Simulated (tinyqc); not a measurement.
Type-II superlattice in the two-band Kane model, step by step. Values are carried at full precision from step to step, so a last printed digit may differ when a step is redone from the rounded ones.

Motion along the axis, period d = a + b, c = hbar^2/2m0. Conduction and light-hole bands couple: (E - Ec)(E - Ev) = Ep c k^2 in each layer, with mass m(E) = (E - Ev)/Ep, which may be negative. The conduction envelope psi and psi'/m(E) are continuous; a layer carries them by [[cos kt, (m/k) sin kt], [-(k/m) sin kt, cos kt]] (cosh and sinh for k^2 < 0), and cos(q d) = tr(M_B M_A)/2. C1 is the first miniband above EvB, with its bottom at tr/2 = +1 and its top at -1; the gap is the bottom of C1 less the top heavy-hole level HH1.

Constants: hbar^2/2m0 = 3.80998211 eV angstrom^2; hc = 1239.841984 eV nm.

Values chosen for the exercise (near those of an InAs/GaSb superlattice; shifted at random, so the results belong to these values and not to a real crystal):
```
symbol  value   unit      meaning
a       37      angstrom  layer A
b       41      angstrom  layer B
EcA     0       eV        conduction edge of A
EvA     -0.413  eV        valence edge of A
EcB     0.98    eV        conduction edge of B
EvB     0.16    eV        valence edge of B
EpA     14.1    eV        coupling energy in A
EpB     18.1    eV        coupling energy in B
E       0.217   eV        trial energy
mhA     0.36    m0        heavy hole in A
mhB     0.28    m0        heavy hole in B
```

## Wave numbers and masses at one energy

Give k^2 and m(E) in both layers.

Layers:
```
layer,k^2 (1/angstrom^2),m(E) (m0)
A,0.0025448,0.04468
B,-0.00063066,0.00315
```

In B the decay constant is 0.0251 1/angstrom; across the gap of B it peaks at mid-gap, at 0.0494, and vanishes at both edges.

## Transfer matrices

Form M_A, M_B and half the trace of their product.

M_A (angstrom units):
```
,1,2
1,-0.29142,0.84727
2,-1.0800,-0.29142
```

M_B (angstrom units):
```
,1,2
1,1.5786,0.15317
2,9.7404,1.5786
```

tr/2 = 3.5836

E lies in a gap of the coupled bands.

## Edges and effective gap

Heavy holes are uncoupled: with e = EvB - E, p = sqrt(mhB e/c), w = sqrt(mhA (EvB - EvA - e)/c), the top level HH1 at q = 0 solves (p/mhB) tan(p b/2) = (w/mhA) tanh(w a/2).

C1 is the first miniband above EvB: bottom at tr/2 = +1, top at -1. The gap is its bottom less HH1; cut-off wavelength hc/gap.

bottom of C1 = 0.3049 eV
top of C1 = 0.3610 eV
HH1 = 0.1106 eV
gap = 0.1943 eV
cut-off = 6.38 micrometre

The bulk edges overlap by 160 meV; confinement lifts the electrons by 305 meV and lowers the holes by 49 meV, which opens the gap. It is 0.47 of the smaller bulk gap.

## Electron mass along the axis

m_z = -2 c f'/d^2 with f = tr/2 differentiated at the bottom of C1 (central difference of 1e-6 eV); compare the bulk edge mass (EcA - EvA)/EpA.

f' = -35.10 1/eV
m_z = 0.0440 m0
bulk edge mass of A = 0.0293 m0

## Checks

- Bottom of C1 from the two-band matrix on a staggered grid of 0.5 angstrom against the transfer matrix, eV: both 0.305.

(tinyqc, `OMP_NUM_THREADS=1 python tinyqc.py 1250507 1250508 out.jsonl`, Intel(R) Xeon(R) Processor @ 2.30GHz, 1 thread, shared host, about 0.07 s.)
